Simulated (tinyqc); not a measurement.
Worked calculation: single-domain magnet: Stoner-Wohlfarth switching, Neel-Arrhenius retention, LLG dynamics and spin torque. Computed by tinyqc, a small Python program that keeps every step. Command: `OMP_NUM_THREADS=1 python tinyqc.py 3012631 3012632 out.jsonl macro walk`. One thread of a shared host (Intel(R) Xeon(R) Processor @ 2.30GHz), about 0.01 s of CPU time with the checks. Intermediate numbers are printed to about 7 digits and carried at full precision; extremes and crossings named in words are read from the listed rows.

The moment is uniform, with unit vector m; z is the easy axis. mu_0 = 1.25663706212e-6 T m/A, gamma = 1.76085963023e11 rad/(s T).

Inputs (values chosen for the exercise, for a model magnet):
```
quantity                            value     unit
saturation magnetisation M_s          459     kA/m
diameter d                             48       nm
thickness t                             2       nm
interface anisotropy K_i             0.34   mJ/m^2
bulk anisotropy K_u                     0   kJ/m^3
exchange stiffness A                   11     pJ/m
temperature T                         358        K
attempt frequency f0                   10      GHz
field angle psi from the easy axis      5  degrees
reversing field h = H/H_K            0.42        -
waiting time t_w                      100        s
damping alpha                       0.079        -
spin-torque efficiency eta           0.36        -
drive I/I_c0                          1.8        -
time step times gamma mu_0 H_K       0.15        -
```

Shape: thin disc, easy axis normal to it.

Constants: k_B = 1.380649e-23 J/K; e = 1.602176634e-19 C; hbar = 1.054571817e-34 J s.

## Effective anisotropy

The disc is treated as an oblate spheroid with p = t/d: N_z = [1 - p arccos(p)/sqrt(1 - p^2)]/(1 - p^2); V = pi d^2 t/4; K_eff = K_u + K_i/t + K_shape, K_shape = -(mu_0 M_s^2/4)(3 N_z - 1); mu_0 H_K = 2 K_eff/M_s.

demagnetising factor N_z = 0.9378596

volume V = 3619.115 nm^3

K_shape = -120.0360 kJ/m^3

K_eff = 49.96395 kJ/m^3

anisotropy field mu_0 H_K = 0.2177079 T

Shape works against the easy axis and takes 71 % of the other terms. Caution: a flat cylinder has a smaller N_z than the spheroid of the same t/d, so K_eff of a real disc is larger.

## Retention at zero field

Delta = K_eff V/(k_B T); tau = exp(Delta)/f0; probability of a flip within t_w: P = 1 - exp(-t_w/tau). Wall width parameter sqrt(A/K_eff); a two-domain state costs 4 sqrt(A K_eff) times the cross-section that the wall cuts (d t).

stability factor Delta = 36.58414

log10 of tau in s = 5.888289

probability of a flip = 1.293250e-04

wall parameter = 14.83775 nm

barrier of the wall path / k_B T = 57.59565

Ten years (3.15e8 s) need Delta > 42.6 for tau alone; this element has 36.6. Coherent rotation is the cheaper path.

## Barrier in a tilted field

Energy over K_eff V: e(theta) = sin^2(theta) + 2 h cos(theta - psi) for m at the angle theta from +z and a field that points at psi from -z (it pulls m away from +z towards negative theta); h_sw = (cos^(2/3) psi + sin^(2/3) psi)^(-3/2). The metastable minimum and the saddle are the two roots of e'(theta) = sin(2 theta) - 2 h sin(theta - psi) on either side of theta_c = -arctan(tan^(1/3) psi).

switching field h_sw = 0.7664309

minimum theta = -3.613730 degrees

saddle theta = -64.14193 degrees

barrier / (K_eff V) = 0.2743666

barrier / (k_B T) = 10.03746

The form (1 - h/h_sw)^n reproduces this barrier with n = 1.629; n is 2 for a field on the axis, and the approach to h_sw has the exponent 3/2 off the axis.

## Switching field against angle and time

Switching field at T: the h at which the exact barrier equals ln(f0 t_w/ln 2) k_B T (0 if the zero-field barrier is lower). Sharrock form: h_sw [1 - (ln(f0 t_w/ln 2)/Delta)^(1/n)], n = 0.86 + 1.14 h_sw.

Fields over H_K:
```
psi (degrees)  h_sw at T = 0  thermal, exact barrier  thermal, Sharrock form
1                  0.9070741               0.1227846               0.1194709
10                 0.6738054               0.1062842               0.1020883
20                 0.5736493               0.0952455               0.0929075
30                 0.5240165               0.0889683               0.0878711
45                 0.5000000               0.0857496               0.0853037
60                 0.5240165               0.0889683               0.0878711
75                 0.6146585               0.1000355               0.0968158
89                 0.9070741               0.1227846               0.1194709
```

At T = 0 the field is least at 45 degrees, H_K/2, and symmetric about it. Thermal help lowers it to 14 % at 1 degree and 17 % at 45 degrees; the Sharrock form misses the exact barrier by at most about 0.004 H_K, at psi = 10 (and its mirror angle).

## Spin-transfer switching

For axial symmetry and a polariser along z: I_c0 = (4 e alpha/(hbar eta)) K_eff V; relaxation time tau_D = (1 + alpha^2)/(alpha gamma mu_0 H_K); thermal start angle theta_0 = 1/sqrt(2 Delta); switching time about tau_D ln(pi/(2 theta_0))/(I/I_c0 - 1); precession frequency gamma mu_0 H_K/(2 pi (1 + alpha^2)).

critical current I_c0 = 241.1448 microampere

Delta/I_c0 = 0.1517102 1/microampere

tau_D = 0.3322585 ns

switching time, estimate = 1.078994 ns

precession frequency = 6.063410 GHz

## One LLG step

In the time s = gamma mu_0 H_K t: (1 + alpha^2) dm/ds = -m x b - alpha m x (m x b) + a [m x (m x z) - alpha m x z], b = m_z z, a = alpha I/I_c0; Heun steps (Euler predictor, mean of the two slopes) without renormalising; start m = (sin theta_0, 0, cos theta_0), theta_0 = 1/sqrt(2 Delta).

m at the start: 0.1166404  0.0000000  0.9931742

first slope: 0.0073380  0.1164279  -0.0008618

predictor: 0.1177411  0.0174642  0.9930449

second slope: -0.0100226  0.1186102  -0.0008976

m after the step: 0.1164390  0.0176279  0.9930423

## Exact time to the equator

The polar equation dm_z/dt = -(1 - m_z^2)(i - m_z)/tau_D, i = I/I_c0, integrates to t = tau_D [F(cos theta_0) - F(0)], F(z) = -ln(1 - z)/(2 (i - 1)) + ln(1 + z)/(2 (i + 1)) + ln(i - z)/(i^2 - 1), theta_0 = 1/sqrt(2 Delta).

time to m_z = 0 = 0.9575163 ns

The linear estimate is 1.13 times this.

## The trajectory

Run until m_z <= 0 (time by linear interpolation), |m|^2 leaves 1 by more than 1, or three exact times have passed; the run counts as sound if the time is within 3 % of the exact one.

Every few steps:
```
step     t (ns)         m_x        m_y         m_z       |m|
0     0.0000000   0.1166404   0.000000   0.9931742  1.000000
24    0.0939082  -0.1317450  -0.064944   0.9891801  1.000026
48    0.1878165   0.1153500   0.144639   0.9828050  1.000066
72    0.2817247  -0.0606109  -0.225067   0.9725873  1.000127
96    0.3756329  -0.0292638   0.292319   0.9561029  1.000220
120   0.4695412   0.1394356  -0.343198   0.9292369  1.000354
144   0.5634494  -0.2426456   0.399231   0.8847676  1.000538
168   0.6573576   0.2798734  -0.517635   0.8094736  1.000761
192   0.7512659  -0.0612796   0.733704   0.6781395  1.000974
216   0.8451741  -0.7397734  -0.508432   0.4431902  1.001092
240   0.9390823  -0.0086350  -1.000342   0.0385618  1.001122
242   0.9469080  -0.0000167  -1.001118  -0.0034997  1.001124
```

time to m_z = 0 by the steps = 0.9462609 ns

largest drift of |m| = 0.001124345

The steps give 0.9882 of the exact time, with |m| kept to 0.0011.

Checks made by the program: the barrier at psi -> 0 against (1 - h)^2 (relative difference 2e-07); the closed form against quadrature (relative difference below 1e-10).
